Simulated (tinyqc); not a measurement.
## Series resistance and length offset from two lengths at two overdrives

Problem. In strong inversion R W = Rsd + k(x)(L - dL), k(x) = (1 + th1 x)/(mu0 Cox x), x the overdrive, Cox = eps0 eox/tox, with Rsd and dL independent of x. Find dL, Rsd, mu0 and th1.

Values chosen for this exercise:
```
symbol,value,unit,meaning
eox,3.9,,relative permittivity of the gate insulator (close to silicon dioxide)
tox,1.1,nm,insulator thickness
```

Constants: eps0 = 8.8541878128e-14 F/cm where lengths are in cm. Results are converted to the units shown.

total resistance times width (ohm um):
```
,L = 0.12 um,L = 0.85 um
overdrive 0.53 V,744.986128,5262.21260
overdrive 0.94 V,504.279433,3281.74464
```

Answer. At each overdrive R W is a straight line in L; the two lines cross at L = dL, R W = Rsd. Their slopes give k x = (1 + th1 x)/(mu0 Cox), a straight line in x.

dL = 0.01900 um
Rsd = 120.0 ohm um
mu0 = 110.0 cm^2/(V s)
th1 = 0.2500 1/V

Numbers from tinyqc (`OMP_NUM_THREADS=1 python tinyqc.py 2210105 2210106 out.jsonl`; about 0.02 s on one thread of a shared Intel Xeon 2.30GHz).
